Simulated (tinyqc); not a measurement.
Channel length: inversion-layer mobility, back-scattering and ballistic limit of a field-effect transistor. Computed by tinyqc, a small Python program. Command: `OMP_NUM_THREADS=1 python tinyqc.py 3014247 3014248 out.jsonl mos walk`. One thread of a shared host (Intel(R) Xeon(R) Processor @ 2.30GHz), about 0.01 s of CPU time with the checks.

The charge at the top of the source barrier is fixed by the gate; series resistance and short-channel effects are left out. F_j are Fermi integrals normalised to exp(eta) in the classical limit.

Inputs (values chosen for the exercise, modelled on a 4H-SiC n-channel):
```
quantity,value,unit
transport mass m,0.31,m_0
valley degeneracy g_v,3,-
weight w of the inversion charge,0.5,-
permittivity eps,9.7,-
"phonon mobility at 1 MV/cm and 300 K, mu_ph",92,cm^2/(V s)
"roughness mobility at 1 MV/cm, mu_sr",74,cm^2/(V s)
"Coulomb mobility at N_inv = 1e12/cm^2, mu_C",35,cm^2/(V s)
electrical oxide thickness t_inv,1.9,nm
depletion charge N_dep,8.8e+11,1/cm^2
gate overdrive V_G - V_T,0.64,V
drain voltage V_D,0.98,V
exponent a of the critical length,0.63,-
temperature T,77,K
```

Statistics at the top of the barrier: Fermi-Dirac.

Constants: eps_0 = 8.8541878128e-12 F/m; e = 1.602176634e-19 C; m_0 = 9.1093837015e-31 kg; k_B = 1.380649e-23 J/K; hbar = 1.054571817e-34 J s; k_B = 8.617333262e-05 eV/K.

Method:
- N_inv = 3.9 eps_0 (V_G - V_T)/(e t_inv); effective field E_eff = e (N_dep + w N_inv)/(eps eps_0).
- mu_phonon = mu_ph (E_eff/1 MV/cm)^(-0.3) (T/300 K)^(-1.75); mu_rough = mu_sr (E_eff/1 MV/cm)^(-2); mu_Coulomb = mu_C (N_inv/1e12 cm^-2) (T/300 K); Matthiessen's rule adds 1/mu.
- F_j(eta) = (1/Gamma(j + 1)) int_0^infinity x^j/(1 + exp(x - eta)) dx, F_0 = ln(1 + exp(eta)). Integrals over x = E/(k_B T) use 160 Gauss-Legendre points in u = sqrt(x) from 0 to sqrt(max(eta, 0) + 32).
- Ballistic channel: N_2D = g_v m k_B T/(pi hbar^2), U = e V_D/(k_B T); eta_F solves N_inv = (N_2D/2)[F_0(eta_F) + F_0(eta_F - U)]; v_T = sqrt(2 k_B T/(pi m)); I/W = e (N_2D/2) v_T [F_1/2(eta_F) - F_1/2(eta_F - U)]; injection velocity v_T F_1/2(eta_F)/F_0(eta_F).
- Mean free path lambda = (2 k_B T/e)(mu/v_T) F_0(eta_0)/F_-1/2(eta_0), with eta_0 from N_inv = N_2D F_0(eta_0); critical length l = L (1 + U)^(-a), an empirical rule; back-scattering r = l/(l + lambda). Then eta solves N_inv = (N_2D/2)[(1 + r) F_0(eta) + (1 - r) F_0(eta - U)] and I/W = e (N_2D/2) v_T (1 - r)[F_1/2(eta) - F_1/2(eta - U)].
- The last column is the long-channel law e N_inv mu V/L with V = V_D - V_D^2/(2 V_ov) below pinch-off and V_ov/2 above, V_ov = V_G - V_T.

inversion density N_inv = 7.25988e+12 1/cm^2

effective mobility mu = 38.6795 cm^2/(V s)

ballistic current I/W = 1056.62 microampere/micrometre

Currents (microampere/micrometre):
```
L (nm),r,I/W,ballistic ratio,long-channel law
5,0.11332,804.56,0.76144,2879.4
10,0.20357,647.70,0.61299,1439.7
20,0.33828,464.34,0.43945,719.8
40,0.50555,295.22,0.27940,359.9
80,0.67158,170.25,0.16112,180.0
160,0.80353,92.03,0.08710,90.0
400,0.91091,38.66,0.03659,36.0
1000,0.96235,15.78,0.01493,14.4
```

What does the comparison show, and why?

The current scales as L^-0.98 at the long end and as L^-0.31 at the short end, where it reaches 76 % of the ballistic 1060. The long-channel law passes the ballistic limit between 10.0 and 20.0 nm and has no meaning below. At 1000 nm the model gives 1.10 times the long-channel law. Raising mu by 10 % at 20 nm raises I by 5.5 %.

Extremes, crossings and ranges named in words are read from the listed rows.
